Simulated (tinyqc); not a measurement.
From results back to parameters: Wannier-Stark ladder of a miniband. Three cases, with inputs chosen for the exercise.

Problem. The lines of a Wannier-Stark ladder are spaced by e F d, and the strengths of the lines j = 1 and j = 0 stand as J_1(x)^2/J_0(x)^2 with x = W/(2 e F d) below the first zero of J_0, 2.405; 1 kV/cm = 0.01 meV/angstrom. Both were computed from hidden F and W.

Case 1.

Values chosen (out of a larger set: near those of an InGaAs/InAlAs superlattice; not measured data): d = 99 angstrom (period).

spacing = 5.742 meV
ratio = 0.464454

Case 2.

Values chosen (out of a larger set: near those of an InGaAs/InAlAs superlattice; not measured data): d = 97 angstrom (period).

spacing = 5.723 meV
ratio = 2.45007

Case 3.

Values chosen (out of a larger set: near those of a GaAs/AlGaAs superlattice; not measured data): d = 84 angstrom (period).

spacing = 3.444 meV
ratio = 2.40915

Find: F; x; W.

Solution. J_1/J_0 rises steadily from 0 to infinity on that interval, so the ratio fixes x, and W = 2 x e F d.

Case 1.

F = 5.80 kV/cm
x = 1.132
W = 13.0 meV

Case 2.

F = 5.90 kV/cm
x = 1.747
W = 20.0 meV

Case 3.

F = 4.10 kV/cm
x = 1.742
W = 12.0 meV

Computed by tinyqc, one run a case: `OMP_NUM_THREADS=1 python tinyqc.py N N+1 out.jsonl` with N = 1250867, 1250915, 1251102; one thread of a shared Intel(R) Xeon(R) Processor @ 2.30GHz, about 0.01 s a run at most.
